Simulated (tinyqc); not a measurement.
Transparency density and B against temperature: optical gain and spontaneous emission in a bulk direct-gap semiconductor.

Parabolic bands, vertical transitions, no excitons. For each hole band j: mr = me mj/(me + mj); joint density of states J_j(E) = (mr/c)^(3/2) sqrt(E - Eg)/(2 pi^2), both spins, c = hbar^2/2m0; averaged matrix element |e.p|^2 = m0 Ep/6; alpha_j(E) = 4 pi^2 alpha_f c Ep J_j/(3 nr E) in 1/angstrom (alpha_f the fine-structure constant, listed as alpha among the constants), times 1e8 for 1/cm.

F_j(eta) = (1/Gamma(j + 1)) integral_0^infinity x^j dx/(1 + exp(x - eta)), which tends to exp(eta) for eta << 0.

Quasi-Fermi levels: n = Nc F_1/2(Fc/kT) and p = Nv F_1/2(Fv/kT), Fc counted up from the conduction edge and Fv down from the valence edge; Nc, Nv from N = 2 (m kB T/(4 pi c))^(3/2) with c = hbar^2/2m0, in 1/angstrom^3; times 1e24 for 1/cm^3, with me and (mhh^(3/2) + mlh^(3/2))^(2/3).

For band j the electron sits at Ee = (E - Eg) mr/me above its edge and the hole at Eh = (E - Eg) mr/mj; fe = 1/(1 + exp((Ee - Fc)/kT)), fh = 1/(1 + exp((Eh - Fv)/kT)); gain g = sum_j alpha_j (fe + fh - 1).

Spontaneous rate: R = integral of (nr E/(hbar c))^2/(pi^2 hbar) sum_j alpha_j fe fh dE, with alpha in 1/cm and (nr E/(hbar c))^2 in 1/cm^2 (1e16 per 1/angstrom^2); B = R/(n p); lifetime n/R.

Constants: hbar^2/2m0 = 3.80998211 eV angstrom^2; fine-structure constant alpha = 0.007297352564; kB = 8.617333262e-05 eV/K; hbar = 6.58211957e-16 eV s; hbar c = 1973.269805 eV angstrom.

Values chosen for the exercise (near those of InGaAs; the results hold for these values, not for the real material): Eg = 0.768 eV (direct gap); me = 0.0413 m0 (electron mass); mhh = 0.465 m0 (heavy-hole mass); mlh = 0.0527 m0 (light-hole mass); Ep = 22.9 eV (Kane energy); nr = 3.53 (refractive index).

Eg is held fixed; B is taken at n = 1e15 1/cm^3.

Results:

| T (K) | transparency density (1/cm^3) | Fc/kT there | B (cm^3/s) |
|---|---|---|---|
| 100 | 1.40e+17 | 2.401 | 7.45e-10 |
| 150 | 2.56e+17 | 2.401 | 4.09e-10 |
| 200 | 3.95e+17 | 2.401 | 2.68e-10 |
| 250 | 5.52e+17 | 2.401 | 1.93e-10 |
| 300 | 7.25e+17 | 2.401 | 1.48e-10 |
| 400 | 1.12e+18 | 2.401 | 9.79e-11 |
| 500 | 1.56e+18 | 2.401 | 7.12e-11 |

Give the missing row, T (K) = 350.

Computed row:
```
T (K)  transparency density (1/cm^3)  Fc/kT there  B (cm^3/s)
350                         9.14e+17        2.401    1.19e-10
```

Fc/kT at transparency stays at 2.401, since it depends on Nv/Nc alone, so the density goes as T^1.50. B goes as T^-1.46, against T^-1.5 for non-degenerate carriers: hot carriers spread over k and fewer pairs share a wave vector.

(tinyqc, `OMP_NUM_THREADS=1 python tinyqc.py 1651041 1651042 out.jsonl`, Intel(R) Xeon(R) Processor @ 2.30GHz, 1 thread, shared host, about 0.08 s.)
